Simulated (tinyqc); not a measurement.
Parabolic against non-parabolic filling: Fermi-Dirac statistics of conduction electrons.

Non-parabolic band E (1 + alpha E) = c k^2/m: n = Nc (2/sqrt(pi)) integral_0^infinity sqrt(x (1 + a x)) (1 + 2 a x) dx/(1 + exp(x - eta)) with a = alpha kT and eta = (EF - Ec)/kT; a = 0 gives n = Nc F_1/2(eta).

Constants: hbar^2/2m0 = 3.80998211 eV angstrom^2; kB = 8.617333262e-05 eV/K.

Parameters, chosen for this exercise (out of a larger set: near those of Ge, lowest valleys alone; not measured data): m = 0.5527 m0 (density-of-states mass of the conduction band); T = 77 K; alpha = 0.64 1/eV (non-parabolicity).

N = 2 (m kB T/(4 pi c))^(3/2) with c = hbar^2/2m0, in 1/angstrom^3; times 1e24 for 1/cm^3. k_F = (3 pi^2 n)^(1/3) and the energy E0 that solves E (1 + alpha E) = c k_F^2/m give the limit of zero temperature.

EF - Ec (meV):
```
n (1/cm^3)  parabolic  non-parabolic  non-parabolic, 0 K
1.0e+17         -17.0          -17.2                 1.4
5.0e+17          -5.7           -5.8                 4.1
2.0e+18           6.1            5.9                10.4
7.0e+18          22.4           21.9                23.8
2.0e+19          47.8           46.3                47.2
7.0e+19         111.7          104.6               105.0
```

Non-parabolicity lowers EF by 0.1 meV at the lowest density and by 7.2 meV at the highest, where alpha (EF - Ec) = 0.07. Temperature lowers EF below its 0 K value by 18.6 meV at the lowest density and by 0.5 meV at the highest. EF enters the band between 5e+17 and 2e+18 1/cm^3. In Ge the Gamma and Delta valleys, 0.14 and 0.18 eV up, would start to fill in the rows with EF above about 100 meV.

Computed by tinyqc, a small Python program: `OMP_NUM_THREADS=1 python tinyqc.py 1650471 1650472 out.jsonl` (the numbers bound the seed that draws the inputs); one thread of a shared host (Intel(R) Xeon(R) Processor @ 2.30GHz), about 0.01 s for the whole set of steps.
